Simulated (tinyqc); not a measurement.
Resistance of a tapered via with liner, size effect and interface: two steps of the calculation.

A round via whose diameter grows from db at the bottom as D(z) = db + 2 z/tan(ang). The fill, of diameter D - 2 tl, starts above the bottom liner (thickness fb tl) and has rho = rho0 (1 + ks lam/(D - 2 tl)); the sidewall liner conducts in parallel with it. The bottom liner and the interface are crossed over the full area pi db^2/4. Spreading in the lines above and below is left out.

Values chosen for this exercise; fill metal close to copper:

| symbol | value | unit | meaning |
|---|---|---|---|
| db | 29 | nm | diameter at the bottom |
| hv | 46 | nm | height |
| ang | 88 | degrees | sidewall angle |
| rho0 | 1.63 | uohm cm | bulk resistivity of the fill |
| lam | 39.5 | nm | mean free path of the fill |
| ks | 1.4 |  | size-effect factor |
| tl | 2.4 | nm | liner on the sidewall |
| fb | 0.5 |  | liner at the bottom over that on the sidewall |
| rl | 550 | uohm cm | resistivity of the liner |
| ri | 8e-13 | ohm cm^2 | interface resistivity at the bottom |
| Sb | 1.1e15 | S/m^2 | ballistic conductance per area, about 3/(4 rho0 lam) |

Problem 1. Slices of the via. Slices between z0 = fb tl and hv, evaluated at their midpoints: conductance per length pi/4 [(D - 2 tl)^2/rho + (D^2 - (D - 2 tl)^2)/rl], slice resistance = slice height over that. 10 slices.

Wanted: z; D; rho; slice resistance.

Solution 1.

z, slice 0 to 9 (nm): [3.4400, 7.9200, 12.400, 16.880, 21.360, 25.840, 30.320, 34.800, 39.280, 43.760]
D, slice 0 to 9 (nm): [29.240, 29.553, 29.866, 30.179, 30.492, 30.805, 31.118, 31.430, 31.743, 32.056]
rho, slice 0 to 9 (uohm cm): [5.3181, 5.2715, 5.2261, 5.1817, 5.1385, 5.0963, 5.0550, 5.0148, 4.9755, 4.9371]
slice resistance, slice 0 to 9 (ohm): [0.50574, 0.48876, 0.47257, 0.45711, 0.44236, 0.42827, 0.41480, 0.40191, 0.38958, 0.37778]

Problem 2. Total resistance. R_fill = sum of the slices; R_bottom = rl fb tl/(pi db^2/4); R_interface = ri/(pi db^2/4); ballistic (Sharvin) limit 1/(Sb pi (db - 2 tl)^2/4); ideal cylinder rho0 hv/(pi db^2/4).

slice resistance, slice 0 to 9 (ohm): [0.50574136, 0.48876005, 0.47256659, 0.45711489, 0.44236210, 0.42826833, 0.41479642, 0.40191172, 0.38958191, 0.37777680]

Find: parts; R; shares; ballistic limit; ideal cylinder.

Solution 2.

parts (ohm): fill 4.379, bottom liner 9.992, interface 0.1211
R = 14.49 ohm
shares (%): fill 30.22, bottom liner 68.95, interface 0.84
ballistic limit = 1.976 ohm
ideal cylinder = 1.135 ohm

The bottom liner is the largest part, and R is 12.8 times the ideal cylinder. With 2000 slices R = 14.492 ohm.

Numbers from tinyqc (`OMP_NUM_THREADS=1 python tinyqc.py 2750085 2750086 out.jsonl`; about 0.01 s on one thread of a shared Intel Xeon 2.30GHz).
